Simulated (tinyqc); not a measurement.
# Thickness of the second layer from the transmission

Inverse problem. A two-layer stack carries the voltage V: F1 = V/(t1 + t2 eps1/eps2), F2 = F1 eps1/eps2; U = phi1 - F1 x in layer 1 and phi2 - F1 t1 - F2 (x - t1) in layer 2. T = exp(-S) at E = 0, C = hbar^2/(2 m0). Each layer adds (2/F) sqrt(m/C) [G(u at its left edge) - G(u at its right edge)] to S, with u = U - E (0 where negative) and G(u) = (2/3) u^1.5. Find t2, known to lie between 0.3 and 6 nm, and F1.

Values chosen for this exercise: barrier of layer 1 above the emitter Fermi level at zero bias phi1 = 3.08 eV; tunnelling mass of layer 1 m1 = 0.49 m0; thickness of layer 1 t1 = 1.1 nm; relative permittivity of layer 1 eps1 = 4.06; barrier of layer 2 at zero bias phi2 = 1.34 eV; tunnelling mass of layer 2 m2 = 0.25 m0; relative permittivity of layer 2 eps2 = 24.3; voltage across the dielectric V = 0.5 V.

Constants: q = 1.602176634e-19 C, hbar = 1.054571817e-34 J s, m0 = 9.1093837015e-31 kg, hbar^2/(2 m0) = 0.0380998212 eV nm^2. Results are converted to the units shown.

T at E = 0 = 1.6030987e-12

Answer. Over that range S rises steadily with t2, so S = -ln T has one root, found by bisection.

t2 = 2.800 nm
F1 = 3.189 MV/cm

tinyqc, about 0.03 s, one thread, Intel Xeon 2.30GHz (shared host): `OMP_NUM_THREADS=1 python tinyqc.py 2540048 2540049 out.jsonl`
